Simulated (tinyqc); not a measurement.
Punch-through p+-n junction, ionisation integral and breakdown: one step of the calculation.

A p+ layer at x < 0 and an n drift layer from x = 0 to L on an n+ substrate. Depletion approximation, built-in voltage neglected. Local ionisation coefficients alpha_n = an exp(-(bn/E)^mx), alpha_p = ap exp(-(bp/E)^mx). Electrons move towards +x, holes towards x = 0.

Question. Ionisation integrals by the trapezoid rule. G(x) = integral from 0 to x of (alpha_n - alpha_p); I_n = integral of alpha_n exp(-G) (electrons injected at x = 0), I_p = integral of alpha_p exp(G(end) - G) (holes injected at the far edge); M = 1/(1 - I). All integrals by the trapezoid rule on the grid.

```
point      x (um)  alpha_n (1/cm)  alpha_p (1/cm)
0      0.00000000       545.47367       15530.142
1      0.06727273       355.72894       11082.430
2      0.13454545       225.13644       7723.5793
3      0.20181818       137.82705       5243.3168
4      0.26909091       81.311502       3457.0714
5      0.33636364       46.026633       2206.1459
6      0.40363636       24.871890       1357.2171
7      0.47090909       12.754978       801.16931
8      0.53818182       6.1644497       451.30419
9      0.60545455       2.7845961       241.01859
10     0.67272727       1.1641076       121.08253
11     0.74000000      0.44505917       56.686799
```

Give: G; alpha_n exp(-G); I_n; I_p; M_n; M_p.

Answer.

```
point        G  alpha_n exp(-G) (1/cm)
0       0.0000                   545.5
1      -0.0865                   387.9
2      -0.1478                   261.0
3      -0.1902                   166.7
4      -0.2187                   101.2
5      -0.2373                    58.4
6      -0.2491                    31.9
7      -0.2562                    16.5
8      -0.2604                     8.0
9      -0.2627                     3.6
10     -0.2639                     1.5
11     -0.2645                     0.6
```

I_n = 0.008810
I_p = 0.2381
M_n = 1.009
M_p = 1.313

tinyqc, about 0.09 s, one thread, Intel Xeon 2.30GHz (shared host): `OMP_NUM_THREADS=1 python tinyqc.py 2120136 2120137 out.jsonl`
